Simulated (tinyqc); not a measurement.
Oxide trap near a transistor channel: two-state multiphonon kinetics, telegraph noise and bias instability: one step, computed by the program tinyqc.

An n-channel device under positive gate bias. The trap is empty (state 1) or holds an electron (state 2); both states are parabolas of equal curvature, and the electron reservoir is taken at the Fermi level of the channel.

Question. Many traps: 1/f noise. McWhorter number fluctuations for traps uniform in depth and energy: S_V = e^2 k_B T N_t lambda/(W L C_ox^2 f), C_ox = eps_ox eps_0/t_ox. The number of traps within k_B T in energy and one decade in time is N_t k_B T lambda ln(10) W L.

Inputs (values chosen for the exercise, with an insulator like Si3N4 on silicon): insulator constant eps_ox = 7.42; insulator thickness t_ox = 2.9 nm; temperature T = 250 K; channel width W = 46 nm; channel length L = 18 nm; frequency f = 10000 Hz; trap density N_t = 4.3e+18 cm^-3 eV^-1.

Parts treated: one trap and an ensemble.

attenuation length lambda = 0.1095132 nm

Constants: eps_0 = 8.8541878128e-12 F/m; e = 1.602176634e-19 C; k_B = 8.617333262e-05 eV/K.

Give: C_ox; 1/f noise S_V(f); active traps per decade.

Answer.

C_ox = 2.265 microF/cm^2

1/f noise S_V(f) = 6.128e-11 V^2/Hz

active traps per decade = 0.01934

With less than one active trap per decade a single device shows separate Lorentzians; 1/f is only the average over many devices. Caution: N_t k_B T lambda ln(10) W L, the number of active traps per decade, is below one, so S_V is only the mean over many devices.
